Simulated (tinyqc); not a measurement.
## Floating body of a partially depleted SOI transistor: body voltage and kink: output curve and kink

Source at 0 V. Channel current Ic = 2 nf K Vt^2 [F(0) - F(Vd)](1 + la Vd), F(V) = ln^2(1 + exp((Vg - VT - nf V)/(2 nf Vt))), VT = VT0 - gb Vb. Saturation voltage Vs = 2 Vt sqrt(F(0)) + 3 Vt, excess Ve = (Vd - Vs + sqrt((Vd - Vs)^2 + 0.0004 V^2))/2, multiplication M1 = Ai Ve exp(-Bl/Ve). Each junction passes D(v) = J1 (exp(v/Vt) - 1) + J2 (exp(v/(2 Vt)) - 1). Bipolar current Ib = bb J1 (exp(Vb/Vt) - 1). The body settles where M1 (Ic + Ib) = D(Vb) + D(Vb - Vd) + Vb/Rb; drain current Id = (1 + M1)(Ic + Ib) - D(Vb - Vd).

Rows with more than one solution for Vb (latch) are left out; dId/dVd by a forward difference over 1e-4 V, swing = 1e-4 V over the change of log10 Id; M1 under 1e-12 is printed as 0.

Parameters, values chosen for the exercise; values of the order met in partially depleted silicon-on-insulator transistors:

| symbol | value | unit | meaning |
|---|---|---|---|
| T | 358 | K | temperature |
| VT0 | 0.39 | V | threshold at zero body voltage |
| gb | 0.35 |  | fall of the threshold per volt of body voltage |
| nf | 1.26 |  | slope factor |
| K | 450 | uA/(V^2 um) | gain factor per width |
| la | 0.04 | 1/V | channel-length modulation factor |
| Ai | 3.73 | 1/V | impact-ionisation prefactor |
| Bl | 4.6 | V | impact-ionisation voltage |
| J1 | 3.2e-11 | uA/um | diffusion saturation current of each junction |
| J2 | 4.2e-7 | uA/um | recombination saturation current of each junction |
| bb | 3 |  | gain of the lateral bipolar transistor on the diffusion current |
| Rb | 7000 | kohm um | resistance of a weak body tie to the source (1e9 stands for no tie, and the term is then dropped) |
| Vg | 0.32 | V | gate voltage |

Constants: q = 1.602176634e-19 C, kB = 1.380649e-23 J/K, Vt = kB T/q. Results are converted to the units shown.

Result of one run:

| Vd (V) | Vb (V) | M1 | Id, floating (uA/um) | Id, grounded (uA/um) | ratio | dId/dVd, floating (uS/um) | dId/dVd, grounded (uS/um) |
|---|---|---|---|---|---|---|---|
| 1.8 | 0.8290 | 0.2817 | 69.88 | 0.1899 | 368.0 | 967.8 | 0.1294 |

What becomes of these results when the drain voltage Vd is changed from 1.8 to 0.68 V, all else the same?

Result of the changed run:

| Vd (V) | Vb (V) | M1 | Id, floating (uA/um) | Id, grounded (uA/um) | ratio | dId/dVd, floating (uS/um) | dId/dVd, grounded (uS/um) |
|---|---|---|---|---|---|---|---|
| 0.68 | 5.732e-4 | 6.291e-4 | 0.1296 | 0.1290 | 1.004 | 0.01549 | 0.006331 |

The whole series:

| Vd (V) | Vb (V) | M1 | Id, floating (uA/um) | Id, grounded (uA/um) | ratio | dId/dVd, floating (uS/um) | dId/dVd, grounded (uS/um) |
|---|---|---|---|---|---|---|---|
| 0.68 | 5.732e-4 | 6.291e-4 | 0.1296 | 0.1290 | 1.004 | 0.01549 | 0.006331 |
| 0.84 | 0.004520 | 0.004805 | 0.1349 | 0.1304 | 1.035 | 0.06022 | 0.01136 |
| 1 | 0.01930 | 0.01824 | 0.1539 | 0.1330 | 1.157 | 0.2070 | 0.02193 |
| 1.32 | 0.7055 | 0.05723 | 7.637 | 0.1453 | 52.57 | 16.25 | 0.05792 |
| 1.48 | 0.7432 | 0.1096 | 11.21 | 0.1563 | 71.67 | 31.55 | 0.08065 |
| 1.64 | 0.7782 | 0.1851 | 20.02 | 0.1712 | 117.0 | 95.61 | 0.1048 |
| 1.8 | 0.8290 | 0.2817 | 69.88 | 0.1899 | 368.0 | 967.8 | 0.1294 |

Vb rises from 5.73e-4 to 0.829 V and the ratio of the currents rises from 1.00 to 368. The output conductance with a floating body exceeds the grounded value by the largest factor among the rows, 7480, at Vd = 1.8 V, where Vb = 0.829 V and M1 = 0.282.

Range of the model: The multiplication law is an empirical form chosen for the exercise; self-heating and capacitive coupling to the body are left out, and the linear laws are rough once Vb passes about 0.7 V or M1 about 0.1.

Program tinyqc, `OMP_NUM_THREADS=1 python tinyqc.py 2182069 2182070 out.jsonl`; Intel Xeon 2.30GHz, shared host, one thread, about 0.2 s.
